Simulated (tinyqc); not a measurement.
Inside a calculation. Model: illuminated p-n diode, drift-diffusion by the Gummel loop with Scharfetter-Gummel fluxes.

tinyqc, about 0.5 s, one thread, Intel Xeon 2.30GHz (shared host): `OMP_NUM_THREADS=1 python tinyqc.py 2240001 2240002 out.jsonl` Printed values are rounded.

Abrupt junction at x = 0, p side from -Lp, n side to Ln, ohmic contacts. psi is counted from the intrinsic level; n = ni exp((psi - phin)/Vt), p = ni exp((phip - psi)/Vt). Contacts: p side psi = V - Vt ln(Na/ni), p = Na, n = ni^2/Na; n side psi = Vt ln(Nd/ni), n = Nd, p = ni^2/Nd. Constant mobilities, D = mu Vt, Boltzmann statistics, SRH recombination through a mid-gap level, U = (n p - ni^2)/(tp (n + ni) + tn (p + ni)). Current is positive from the p contact to the n contact.

Inputs (values chosen for the exercise); band and dielectric values close to those of In0.53Ga0.47As: temperature T = 300 K; band gap Eg = 0.749 eV; relative permittivity eps_r = 14.1; conduction-band density of states at T Nc = 2.08e17 cm^-3; valence-band density of states at T Nv = 7.6e18 cm^-3; acceptor density of the p side Na = 4.1e16 cm^-3; donor density of the n side Nd = 5.2e16 cm^-3; electron mobility mun = 7500 cm^2/(V s); hole mobility mup = 220 cm^2/(V s); SRH lifetime of electrons tn = 2e-7 s; SRH lifetime of holes tp = 3e-9 s; uniform generation rate G = 7e20 cm^-3 s^-1; bias of the p contact V = 0.46 V.

Constants: q = 1.602176634e-19 C, kB = 1.380649e-23 J/K, Vt = kB T/q, eps0 = 8.8541878128e-14 F/cm where lengths are in cm. Results are converted to the units shown.

## Intrinsic density and built-in voltage

ni = sqrt(Nc Nv) exp(-Eg/(2 Vt)), Eg in volts; Vbi = Vt ln(Na Nd/ni^2).

ni = 6.42858e11 cm^-3
Vbi = 0.578154 V

## Round 1: Poisson equation

| node | x (nm) | phin at the start (V) | phip at the start (V) |
|---|---|---|---|
| 0 | -3000 | 0.46 | 0.46 |
| 1 | -1470 | 0 | 0.46 |
| 2 | -702 | 0 | 0.46 |
| 3 | -316 | 0 | 0.46 |
| 4 | -122 | 0 | 0.46 |
| 5 | -24.5 | 0 | 0.46 |
| 6 | 24.5 | 0 | 0.46 |
| 7 | 97.7 | 0 | 0.46 |
| 8 | 207 | 0 | 0.46 |
| 9 | 371 | 0 | 0.46 |
| 10 | 615 | 0 | 0.46 |
| 11 | 980 | 0 | 0 |

With phin and phip held, solve a_i (psi_(i+1) - psi_i) - a_(i-1) (psi_i - psi_(i-1)) + q w_i (p_i - n_i + C_i) = 0 for the inner nodes by Newton steps to convergence; a_i = eps0 eps_r/h_i, h_i = x_(i+1) - x_i, w_i = (h_(i-1) + h_i)/2, C = -Na or +Nd.

| node | psi (V) | n after Poisson (cm^-3) | p after Poisson (cm^-3) |
|---|---|---|---|
| 0 | 0.173995 | 1.00797e7 | 4.1e16 |
| 1 | 0.173662 | 5.31514e14 | 4.15314e16 |
| 2 | 0.173662 | 5.31512e14 | 4.15315e16 |
| 3 | 0.173666 | 5.31593e14 | 4.15252e16 |
| 4 | 0.174130 | 5.41223e14 | 4.07863e16 |
| 5 | 0.188130 | 9.30183e14 | 2.37313e16 |
| 6 | 0.278995 | 3.12623e16 | 7.06106e14 |
| 7 | 0.291652 | 5.10099e16 | 4.32749e14 |
| 8 | 0.292340 | 5.23861e16 | 4.21381e14 |
| 9 | 0.292357 | 5.24207e16 | 4.21103e14 |
| 10 | 0.292357 | 5.24197e16 | 4.21111e14 |
| 11 | 0.292149 | 5.2e16 | 7.94744e6 |

## Round 1: electron continuity

With psi and p held, F_i = (mun Vt/h_i) [n_(i+1) B(d_i) - n_i B(-d_i)], d_i = (psi_(i+1) - psi_i)/Vt, B(d) = d/(exp(d) - 1); solve F_i - F_(i-1) = w_i [(n_i p_i - ni^2)/den_i - G] for the new n, with den = tp (n + ni) + tn (p + ni) taken at the old n and p, h_i = x_(i+1) - x_i, w_i = (h_(i-1) + h_i)/2; phin = psi - Vt ln(n/ni).

| node | new n (cm^-3) | phin after round 1 (V) |
|---|---|---|
| 0 | 1.00797e7 | 0.460000 |
| 1 | 2.73096e14 | 0.017215 |
| 2 | 4.11094e14 | 0.006641 |
| 3 | 4.80536e14 | 0.002610 |
| 4 | 5.24427e14 | 0.000815 |
| 5 | 9.24577e14 | 0.000156 |
| 6 | 3.11556e16 | 0.000088 |
| 7 | 5.08529e16 | 0.000080 |
| 8 | 5.22448e16 | 0.000070 |
| 9 | 5.23090e16 | 0.000055 |
| 10 | 5.23524e16 | 0.000033 |
| 11 | 5.2e16 | 0.000000 |

## Round 1: hole continuity

With psi and the new n held, F_i = (mup Vt/h_i) [p_(i+1) B(-d_i) - p_i B(d_i)], d_i = (psi_(i+1) - psi_i)/Vt, B(d) = d/(exp(d) - 1); solve F_i - F_(i-1) = w_i [(n_i p_i - ni^2)/den_i - G] for the new p, with den = tp (n + ni) + tn (p + ni) taken at the new n and the old p, h_i = x_(i+1) - x_i, w_i = (h_(i-1) + h_i)/2; phip = psi + Vt ln(p/ni).

| node | new p (cm^-3) | phip after round 1 (V) |
|---|---|---|
| 0 | 4.1e16 | 0.460000 |
| 1 | 4.07781e16 | 0.459527 |
| 2 | 4.04036e16 | 0.459288 |
| 3 | 4.02097e16 | 0.459168 |
| 4 | 3.94009e16 | 0.459107 |
| 5 | 2.28887e16 | 0.459065 |
| 6 | 6.74476e14 | 0.458815 |
| 7 | 3.85860e14 | 0.457035 |
| 8 | 3.25876e14 | 0.453356 |
| 9 | 2.52646e14 | 0.446793 |
| 10 | 1.48714e14 | 0.433091 |
| 11 | 7.94744e6 | 0.000000 |

## Round 2: Poisson equation

As before.

| node | psi (V) | n after Poisson (cm^-3) | p after Poisson (cm^-3) |
|---|---|---|---|
| 0 | 0.173995 | 1.00797e7 | 4.1e16 |
| 1 | 0.173352 | 2.69843e14 | 4.12698e16 |
| 2 | 0.173032 | 4.01188e14 | 4.14012e16 |
| 3 | 0.172875 | 4.66049e14 | 4.14596e16 |
| 4 | 0.173264 | 5.07141e14 | 4.07439e16 |
| 5 | 0.187379 | 8.98102e14 | 2.35634e16 |
| 6 | 0.278927 | 3.10745e16 | 6.76236e14 |
| 7 | 0.291700 | 5.09469e16 | 3.85147e14 |
| 8 | 0.292363 | 5.22899e16 | 3.25595e14 |
| 9 | 0.292329 | 5.22525e16 | 2.52919e14 |
| 10 | 0.292256 | 5.21493e16 | 1.49293e14 |
| 11 | 0.292149 | 5.2e16 | 7.94744e6 |

## Round 2: electron continuity

As before.

| node | new n (cm^-3) | phin after round 2 (V) |
|---|---|---|
| 0 | 1.00797e7 | 0.460000 |
| 1 | 2.67598e14 | 0.017431 |
| 2 | 3.99487e14 | 0.006751 |
| 3 | 4.65246e14 | 0.002655 |
| 4 | 5.06933e14 | 0.000826 |
| 5 | 8.98133e14 | 0.000155 |
| 6 | 3.10762e16 | 0.000087 |
| 7 | 5.09495e16 | 0.000078 |
| 8 | 5.22922e16 | 0.000069 |
| 9 | 5.22544e16 | 0.000054 |
| 10 | 5.21506e16 | 0.000033 |
| 11 | 5.2e16 | 0.000000 |

## Round 2: hole continuity

As before.

| node | new p (cm^-3) | phip after round 2 (V) |
|---|---|---|
| 0 | 4.1e16 | 0.460000 |
| 1 | 4.12646e16 | 0.459524 |
| 2 | 4.13979e16 | 0.459286 |
| 3 | 4.14591e16 | 0.459167 |
| 4 | 4.07453e16 | 0.459107 |
| 5 | 2.35649e16 | 0.459067 |
| 6 | 6.76256e14 | 0.458816 |
| 7 | 3.84816e14 | 0.457013 |
| 8 | 3.24609e14 | 0.453277 |
| 9 | 2.51263e14 | 0.446623 |
| 10 | 1.47629e14 | 0.432802 |
| 11 | 7.94744e6 | 0.000000 |

## Course of the Gummel loop

Stop when phin and phip change by less than 1e-8 V, or after 80 rounds. J = Jn at the p contact + Jp at the n contact + q sum w_i U_i - q G sum w_i over the inner nodes, which avoids differences of large majority fluxes: Jn = (q mun Vt/h_0)[n_1 B(d_0) - n_0 B(-d_0)], Jp = (q mup Vt/h_last)[p_(N-1) B(d_last) - p_N B(-d_last)], d_i = (psi_(i+1) - psi_i)/Vt, B(d) = d/(exp(d) - 1), w_i = (h_(i-1) + h_i)/2.

Course of the iteration:

| round | J (A/cm^2) | largest change of phin, phip (V) |
|---|---|---|
| 1 | 60.3607 | 0.0269 |
| 2 | 59.5257 | 2.90e-4 |
| 3 | 59.5238 | 2.05e-6 |
| 4 | 59.5237 | 2.48e-8 |
| 5 | 59.5237 | 1.40e-10 |

Converged in 5 rounds.

## Recombination and current

| node | converged psi (V) | converged n (cm^-3) | converged p (cm^-3) |
|---|---|---|---|
| 0 | 0.173995 | 1.00797e7 | 4.1e16 |
| 1 | 0.173351 | 2.67579e14 | 4.12676e16 |
| 2 | 0.173031 | 3.99475e14 | 4.13995e16 |
| 3 | 0.172875 | 4.65252e14 | 4.14588e16 |
| 4 | 0.173265 | 5.06952e14 | 4.07437e16 |
| 5 | 0.187380 | 8.98167e14 | 2.35639e16 |
| 6 | 0.278926 | 3.10750e16 | 6.76279e14 |
| 7 | 0.291698 | 5.09466e16 | 3.84832e14 |
| 8 | 0.292361 | 5.22889e16 | 3.24619e14 |
| 9 | 0.292328 | 5.22509e16 | 2.51266e14 |
| 10 | 0.292255 | 5.21476e16 | 1.47626e14 |
| 11 | 0.292149 | 5.2e16 | 7.94744e6 |

U_i as defined. J = Jn at the p contact + Jp at the n contact + q sum w_i U_i - q G sum w_i over the inner nodes, which avoids differences of large majority fluxes: Jn = (q mun Vt/h_0)[n_1 B(d_0) - n_0 B(-d_0)], Jp = (q mup Vt/h_last)[p_(N-1) B(d_last) - p_N B(-d_last)], d_i = (psi_(i+1) - psi_i)/Vt, B(d) = d/(exp(d) - 1), w_i = (h_(i-1) + h_i)/2.

| node | U (cm^-3 s^-1) |
|---|---|
| 0 | 0 |
| 1 | 1.33774e21 |
| 2 | 1.99705e21 |
| 3 | 2.32583e21 |
| 4 | 2.53425e21 |
| 5 | 4.48814e21 |
| 6 | 9.19262e22 |
| 7 | 8.52665e22 |
| 8 | 7.64866e22 |
| 9 | 6.33827e22 |
| 10 | 4.13670e22 |
| 11 | 0 |

Jn at the p contact = 55.0085 A/cm^2
Jp at the n contact = 3.69305 A/cm^2
recombination = 0.856162 A/cm^2
generation = 0.0340102 A/cm^2
J = 59.5237 A/cm^2

A 500-node mesh gives J = 59.38 A/cm^2; this mesh differs from it by 0.14 A/cm^2 (0.23 %).
